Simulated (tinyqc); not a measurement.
What moves the results: polar nitride quantum well with polarisation fields. A value that a table varies takes the place of the one given here.

Growth along [0001]. e_par = (a_sub - a)/a, Ppz = 2 e_par (e31 - e33 C13/C33), P = Psp + Ppz in each layer; strain relaxation and the strain shift of the gaps are left out, although thick layers with more than about 1 % mismatch would relax.

In a periodic stack without free charge the potential drop over a period vanishes: F_w = (P_b - P_w) Lb/(eps0 (eps_w Lb + eps_b Lw)), F_b = -F_w Lw/Lb, eps0 = 8.8541878e-12 F/m; 1 MV/cm = 1e8 V/m = 0.01 V/angstrom.

Envelope functions on cells of 0.25 angstrom over barrier, well, barrier (widths Lb, Lw, Lb), psi = 0 beyond, psi'/m continuous (mean mass between points), c = hbar^2/2m0. With u(z) the integral of e F (F_w in the well, F_b = -F_w Lw/Lb in the barriers, 1 MV/cm = 0.01 V/angstrom), zero at the centre of the well, the electron sees u plus Vc in the barriers and the hole -u plus Vv. The transition is Eg + E_e + E_h; excitons are left out.

Constants: hbar^2/2m0 = 3.80998211 eV angstrom^2; hc = 1239.841984 eV nm.

Inputs chosen for the exercise (near those of an InGaN well in GaN; shifted at random, so the results belong to these values and not to a real crystal):

| symbol | value | unit | meaning |
|---|---|---|---|
| a_w | 3.264 | angstrom | lattice constant a, well |
| a_b | 3.189 | angstrom | lattice constant a, barrier |
| a_sub | 3.189 | angstrom | in-plane lattice constant of the stack |
| Psp_w | -0.0296 | C/m^2 | spontaneous polarisation |
| Psp_b | -0.0343 | C/m^2 | spontaneous polarisation |
| e31_w | -0.353 | C/m^2 |  |
| e31_b | -0.327 | C/m^2 |  |
| e33_w | 0.732 | C/m^2 |  |
| e33_b | 0.687 | C/m^2 |  |
| C_w | 0.279 |  | C13/C33 |
| C_b | 0.267 |  | C13/C33 |
| eps_w | 11 |  | dielectric constant |
| eps_b | 10.1 |  | dielectric constant |
| Lb | 45 | angstrom | barrier width |
| Eg | 2.63 | eV | gap of the well |
| Vc | 0.551 | eV | conduction offset |
| Vv | 0.259 | eV | valence offset |
| me | 0.173 | m0 | electron, well |
| meb | 0.2 | m0 | electron, barrier |
| mh | 1.89 | m0 | hole, everywhere |
| Ls | (10, 15, 20, 25, 30, 40, 50) | angstrom | well widths |
| Lw | 19 | angstrom | well width |

## Width of the well

Field, levels and overlap anew for each width.

Results:

| Lw (angstrom) | F_w (MV/cm) | E (eV) | E without field (eV) | overlap^2 | ln overlap^2 |
|---|---|---|---|---|---|
| 10 | -2.584 | 3.0156 | 3.0526 | 0.680 | -0.39 |
| 15 | -2.383 | 2.8523 | 2.9251 | 0.548 | -0.60 |
| 20 | -2.210 | 2.7285 | 2.8455 | 0.361 | -1.02 |
| 25 | -2.061 | 2.6291 | 2.7936 | 0.208 | -1.57 |
| 30 | -1.930 | 2.5456 | 2.7581 | 0.107 | -2.23 |
| 40 | -1.713 | 2.4087 | 2.7146 | 0.0216 | -3.84 |
| 50 | -1.540 | 2.2988 | 2.6899 | 0.00326 | -5.73 |

What can be read from the table?

The red shift grows from 37 to 391 meV. The line drops below Eg between 20 and 25 angstrom, which a square well can never do. Over the last two rows dE/dLw = -11.0 meV per angstrom, against -|e F_w| = -15.4 in the last row; the field itself weakens by 40 % over the table, since a wider well shares the drop with the barrier. The overlap falls by a factor 209.

## Screening the field

F_w = -2.2425 MV/cm

Carriers or a semipolar orientation reduce the field; here it is simply scaled in well and barrier.

Results:

| share of the field | F_w (MV/cm) | E (eV) | nm | overlap^2 | separation (angstrom) |
|---|---|---|---|---|---|
| 1.0 | -2.242 | 2.7509 | 450.7 | 0.40 | 9.4 |
| 0.8 | -1.794 | 2.7852 | 445.1 | 0.50 | 8.1 |
| 0.6 | -1.345 | 2.8146 | 440.5 | 0.62 | 6.7 |
| 0.4 | -0.897 | 2.8379 | 436.9 | 0.75 | 4.9 |
| 0.2 | -0.448 | 2.8532 | 434.5 | 0.87 | 2.6 |
| 0.0 | 0.000 | 2.8587 | 433.7 | 0.92 | 0.0 |

How do the results move?

Full screening shifts the line by -17.0 nm (+108 meV). The first fifth of the screening gives 34 meV and the last fifth 5 meV; a purely quadratic shift would give a ratio of 9, a linear one 1, and here it is 6.3.

## What each parameter does

Polarisation, field, levels and overlap anew. Each row changes one parameter from the base and keeps the others.

Results:

| case | F_w (MV/cm) | E (eV) | overlap^2 | red shift (meV) |
|---|---|---|---|---|
| base | -2.242 | 2.7509 | 0.40 | 108 |
| Lw = 24 angstrom | -2.089 | 2.6475 | 0.23 | 155 |
| Lb = 70 angstrom | -2.491 | 2.7262 | 0.34 | 132 |
| a_sub = 3.199 angstrom | -2.227 | 2.7522 | 0.40 | 106 |
| Psp_b = -0.0377 C/m^2 | -2.494 | 2.7299 | 0.35 | 129 |
| e33_w = 0.805 C/m^2 | -2.312 | 2.7453 | 0.38 | 113 |
| eps_w = 12.1 | -2.092 | 2.7630 | 0.43 | 96 |
| mh = 1.32 m0 | -2.242 | 2.7673 | 0.45 | 101 |
| Vc = 0.468 eV | -2.242 | 2.7329 | 0.37 | 111 |

How do the results move?

The largest shifts from the base row, up to three for each result and ties (the steps differ in size, so this ranks the rows, not the parameters). F_w (MV/cm): Psp_b -0.252, Lb -0.249, Lw +0.154; unchanged at the printed digits by mh and Vc. E (eV): Lw -0.1034, Lb -0.0247, Psp_b -0.0210. overlap^2: Lw -0.163, Lb -0.0592, mh +0.0527; unchanged at the printed digits by a_sub. red shift (meV): Lw +47, Lb +25, Psp_b +21.

Run: tinyqc, `OMP_NUM_THREADS=1 python tinyqc.py 1280258 1280259 out.jsonl`; Intel(R) Xeon(R) Processor @ 2.30GHz, one thread, shared host; about 0.03 s of CPU time with all checks.
